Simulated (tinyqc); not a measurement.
Bulk transistor, scale length and short-channel effects: two steps of the calculation.

A gate, an insulator of thickness ti and a depleted layer of depth ts on a conducting body. Below threshold the potential that source and drain add obeys Laplace's equation and vanishes on the gate and at the bottom of the depleted layer. Its lowest mode decays along the channel as exp(-k y); k is the smallest positive root of the matching condition at the interface, and the scale length is Lambda = pi/k.

Values chosen for this exercise; permittivities: semiconductor close to that of germanium, insulator close to that of silicon dioxide:
- eps_r = 16 (relative permittivity of the semiconductor)
- ei = 3.89 (relative permittivity of the insulator)
- ti = 2.5 nm (insulator thickness)
- ts = 20 nm (depletion depth)

Task 1. Scan of the matching condition. f(k) = eps_r sin(k ti) cos(k ts) + ei cos(k ti) sin(k ts).

k, point 0 to 7 (1/nm): 0.0175  0.035  0.0525  0.07  0.0875  0.105  0.1225  0.14

Give: f(k).

Result 1.

f(k), point 0 to 7: 1.990  3.566  4.387  4.248  3.118  1.147  -1.350  -3.945

The first change of sign lies between k = 0.105 and 0.1225 1/nm.

Task 2. Scale length against simple estimates. Lambda = pi/k and l = 1/k. A parabolic potential across the structure gives l(parabolic) = sqrt((eps_r/ei) ts ti).

k = 0.11332732 1/nm

Give: Lambda; l; l(parabolic).

Result 2.

Lambda = 27.72 nm
l = 8.824 nm
l(parabolic) = 14.34 nm

tinyqc, about 0.01 s, one thread, Intel Xeon 2.30GHz (shared host): `OMP_NUM_THREADS=1 python tinyqc.py 2420087 2420088 out.jsonl`
